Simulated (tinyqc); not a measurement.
Both approximations at x = 1/2: order-disorder in a binary alloy on two sublattices: Bragg-Williams and pair (quasi-chemical) approximations. Computed by tinyqc, a small Python program. Command: `OMP_NUM_THREADS=1 python tinyqc.py 3005658 3005659 out.jsonl order walk`. One thread of a shared host (Intel(R) Xeon(R) Processor @ 2.30GHz), about 0.01 s of CPU time with the checks.

All z = 4 neighbours of a site lie on the other sublattice. B fills the sublattices with x + eta/2 and x - eta/2; energies are per site, from the pure components: u = -z w y with y the probability of an A-B bond taken in one order.

Inputs (values chosen for the exercise, for a model alloy): ordering energy w = (e_AA + e_BB)/2 - e_AB = 11.9 meV; fraction x of B = 0.5.

Lattice: square (z = 4).

Constants: k_B = 8.617333262e-05 eV/K.

Method. Bragg-Williams: k_B T_c = 2 z w x (1 - x). Pair approximation at x = 1/2: k_B T_c = w/ln(z/(z - 2)). At x = 1/2 the alloy is an Ising model with K = w/(2 k_B T). Bragg-Williams: eta = tanh(z K eta), neighbour correlation -eta^2. Pair: h = (z - 1) artanh(tanh K tanh h), eta = tanh(z h/(z - 1)), correlation -(tanh K + tanh^2 h)/(1 + tanh K tanh^2 h). T is given in units of the Bragg-Williams T_c at x = 1/2, z w/(2 k_B).

T_c, pair approximation at x = 1/2 = 199.227 K

Order and neighbour correlation:

| T/T_c | T (K) | eta, Bragg-Williams | correlation, Bragg-Williams | eta, pair | correlation, pair |
|---|---|---|---|---|---|
| 0.30 | 82.86 | 0.99741 | -0.99483 | 0.99704 | -0.99432 |
| 0.45 | 124.28 | 0.97398 | -0.94863 | 0.96095 | -0.93274 |
| 0.55 | 151.90 | 0.93553 | -0.87521 | 0.87689 | -0.81371 |
| 0.65 | 179.52 | 0.87207 | -0.76050 | 0.65847 | -0.58845 |
| 0.75 | 207.14 | 0.77552 | -0.60143 | 0.00000 | -0.32151 |
| 0.85 | 234.76 | 0.62950 | -0.39627 | 0.00000 | -0.28592 |
| 0.95 | 262.38 | 0.37949 | -0.14401 | 0.00000 | -0.25725 |
| 1.10 | 303.81 | 0.00000 | 0.00000 | 0.00000 | -0.22344 |
| 1.50 | 414.28 | 0.00000 | 0.00000 | 0.00000 | -0.16514 |

What does the comparison show, and why?

The pair approximation loses long-range order between T/T_c = 0.65 and 0.75, at 199 K, and keeps a correlation of -0.165 in the last row. At its own T_c the correlation is -1/(z - 1) = -0.333, so the fewer the neighbours, the more of the ordering energy is released above T_c.
